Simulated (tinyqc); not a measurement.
Inside a calculation: sp3s* tight binding. Values are carried at full precision from step to step, so a last printed digit may differ when a step is redone from the rounded ones.

sp3s* tight binding, nearest neighbours only: anion (a) at 0, cation (c) at a/4 (1,1,1), orbitals s, px, py, pz, s* on each; k in units of 2 pi/a. With phases e_j = exp(i (pi/2) k.n_j) for n = (1,1,1), (1,-1,-1), (-1,1,-1), (-1,-1,1): g0 = (e1+e2+e3+e4)/4, g1 = (e1+e2-e3-e4)/4, g2 = (e1-e2+e3-e4)/4, g3 = (e1-e2-e3+e4)/4. The diagonal holds the levels Esa, Epa, Exa (s*) and Esc, Epc, Exc. Anion-cation block: <sa|sc> = Vss g0; <sa|xc> = Vsapc g1; <xa|sc> = -Vscpa g1; <xa|xc> = Vxx g0; <xa|yc> = <ya|xc> = Vxy g3, <xa|zc> = <za|xc> = Vxy g2, <ya|zc> = <za|yc> = Vxy g1; <s*a|xc> = Vxapc g1; <xa|s*c> = -Vpaxc g1; y and z take g2 and g3 in place of g1; s-s* and s*-s* vanish.

Constants: hbar^2/2m0 = 3.80998211 eV angstrom^2.

Parameters, chosen for this exercise (near a published set for diamond, fitted to gaps, whose masses and valley positions are rough; the results hold for these values, not for the real material): k = (0.56, 0, 0) 2 pi/a (wave vector); Esa = -4.525 eV (s level of the anion); Epa = 3.829 eV (p level of the anion); Esc = -4.525 eV (s level of the cation); Epc = 3.829 eV (p level of the cation); Exa = 11.434 eV (s* level of the anion); Exc = 11.434 eV (s* level of the cation); Vss = -22.611 eV (s-s); Vxx = 3.87 eV (px-px); Vxy = 11.763 eV (px-py); Vsapc = 15.186 eV (s anion, p cation); Vscpa = 15.186 eV (s cation, p anion); Vxapc = 8.211 eV (s* anion, p cation); Vpaxc = 8.211 eV (p anion, s* cation); a = 3.564 angstrom (lattice constant).

## Phase sums

Form g0 to g3 at this k.

g0, g1, g2, g3: [0.63742, 0.77051i, 0.00000, 0.00000]

## The Hamiltonian without spin-orbit coupling

Fill in the 10 x 10 matrix.

H(k) (eV):
```
            sa        xa        ya        za       s*a         sc        xc       yc       zc       s*c
sa     -4.5250         0         0         0         0   -14.4128  11.7010i        0        0         0
xa           0    3.8290         0         0         0  -11.7010i    2.4668        0        0  -6.3267i
ya           0         0    3.8290         0         0          0         0   2.4668  9.0635i         0
za           0         0         0    3.8290         0          0         0  9.0635i   2.4668         0
s*a          0         0         0         0   11.4340          0   6.3267i        0        0         0
sc    -14.4128  11.7010i         0         0         0    -4.5250         0        0        0         0
xc   -11.7010i    2.4668         0         0  -6.3267i          0    3.8290        0        0         0
yc           0         0    2.4668  -9.0635i         0          0         0   3.8290        0         0
zc           0         0  -9.0635i    2.4668         0          0         0        0   3.8290         0
s*c          0   6.3267i         0         0         0          0         0        0        0   11.4340
```

## Levels at this k

Diagonalise H, which belongs to k = (0.56, 0, 0) (2 pi/a). Four bands are filled (two electrons each); give the make-up of band 5, the lowest empty one.

levels (eV): [-23.6850, -8.2302, -5.5642, -5.5642, 5.3517, 11.0602, 13.2222, 13.2222, 17.1253, 19.8539]

weights of band 5: s 0.100, p 0.432, s* 0.468

weight of band 5 on atom a = 0.500

The vertical gap at this k is 10.9159 eV; band 5 is mostly s*-like.

## Levels at Gamma

At k = 0 only g0 = 1 is left and H falls into 2 x 2 blocks [[E_a, V], [V, E_c]] with roots (E_a + E_c)/2 -/+ sqrt(((E_a - E_c)/2)^2 + V^2); the s* levels stay uncoupled. The direct gap runs from the highest lower root of the p blocks to the lowest upper root.

Blocks at Gamma (eV):
```
block            E_a      E_c         V  lower root  upper root
s (Gamma1)   -4.5250  -4.5250  -22.6110    -27.1360     18.0860
p (Gamma15)   3.8290   3.8290    3.8700     -0.0410      7.6990
```

direct gap at Gamma = 7.7400 eV

The lowest empty level at Gamma is p-like.

## Bands near the gap

Diagonalise at L = (1/2,1/2,1/2), X = (1,0,0), W = (1,1/2,0), K = (3/4,3/4,0) and at the fractions named between them; energies from the top of the valence band at Gamma; 4 bands are filled.

Levels (eV):
```
k        level 2  level 3  level 4  level 5  level 6
L        -15.557   -3.946   -3.946    7.693   10.098
L-G 0.5   -8.114   -2.297   -2.297    7.239   10.037
G          0.000    0.000    0.000    7.740    7.740
G-X 0.2   -1.496   -1.303   -1.303    6.834    9.043
G-X 0.4   -4.932   -3.720   -3.720    5.736   11.460
G-X 0.6   -9.023   -5.915   -5.915    5.398   10.808
G-X 0.7  -11.102   -6.757   -6.757    5.571    9.978
G-X 0.8  -13.139   -7.381   -7.381    5.964    9.071
G-X 0.9  -15.103   -7.764   -7.764    6.552    8.157
X        -16.970   -7.893   -7.893    7.299    7.299
W        -16.970   -7.893   -7.893    7.299    7.299
K        -16.033   -8.455   -6.737    6.950    7.898
K-G 0.5   -9.234   -5.321   -2.436    6.890   10.176
```

On these points the lowest empty level is lowest at G-X 0.6, 5.398 eV above the top.

## Valleys and masses

The lowest conduction level at Gamma, at its minimum on (x,0,0) for x from 0.5 to 1, and at the point L (L, and X where the search ends there, need not be minima in this model; a zero or negative inverse mass shows it). Inverse masses m0/m = (E(+h) + E(-h) - 2 E)/(2 c q^2) with c = hbar^2/2m0, q = h 2 pi/a, h = 0.002; longitudinal along the valley axis ([100] at Gamma and Delta, [111] at L), transverse along [010] or [1-10]. A dash: the next level lies within 0.15 eV, so a single mass has no use there.

Valleys:
```
valley  x (2 pi/a)  E - Ev (eV)  m0/m_l  m0/m_t
Gamma       0.0000       7.7400       -       -
Delta       0.5747       5.3902    0.98    0.94
L           0.5000       7.6931   -1.01   -1.79
```

Of these three the lowest is the Delta line, which makes the gap indirect, 5.3902 eV. A negative value marks a point that is no minimum along that axis. At Delta m0/m_t is 0.94. This nearest-neighbour model is fitted to gaps: it places the Delta minimum and the masses at Delta and L only roughly (transverse masses can be several times too heavy), and since its bands are flat from X to W the transverse mass grows too heavy towards X; d orbitals or second neighbours cure this.

## Checks

- Direct gap at Gamma from the blocks against the full matrix: both 7.74000.

tinyqc: `OMP_NUM_THREADS=1 python tinyqc.py 1450413 1450414 out.jsonl`; about 0.07 s, one thread, shared Intel(R) Xeon(R) Processor @ 2.30GHz.
